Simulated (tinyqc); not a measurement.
Capacitance measurement on a leaky thin oxide: effects of series resistance and leakage: one step of the calculation.

The device is a capacitance C in parallel with a leakage conductance G, in series with Rs and Ls. An impedance meter reports either a parallel pair (Cp, Gp) from Y = 1/Z = Gp + i w Cp or a series pair (Cs, Rm) from Z = Rm + 1/(i w Cs); w = 2 pi f, dissipation D = Gp/(w |Cp|).

Task. What the meter reports. Z = Rs + i w Ls + 1/(G + i w C).

Inputs (values chosen for the exercise); values of the order met in thin-oxide MOS capacitors:
```
symbol,value,unit,meaning
Rs,93,ohm,series resistance
Ls,0,nH,series inductance
f,1e6,Hz,measuring frequency
```

C = 192.13293 pF
G = 72.222222 uS

Find: Z; Cp; Gp; Cs; D.

Result.

Z = 142.4-825.4i ohm
Cp = 187.2 pF
Gp = 202.9 uS
Cs = 192.8 pF
D = 0.1725

Cp is 2.5 % below C and Cs is 0.36 % above it; G Rs = 0.00672, w C Rs = 0.112 and G/(w C) = 0.0598.

tinyqc, about 0.01 s, one thread, Intel Xeon 2.30GHz (shared host): `OMP_NUM_THREADS=1 python tinyqc.py 2022184 2022185 out.jsonl`
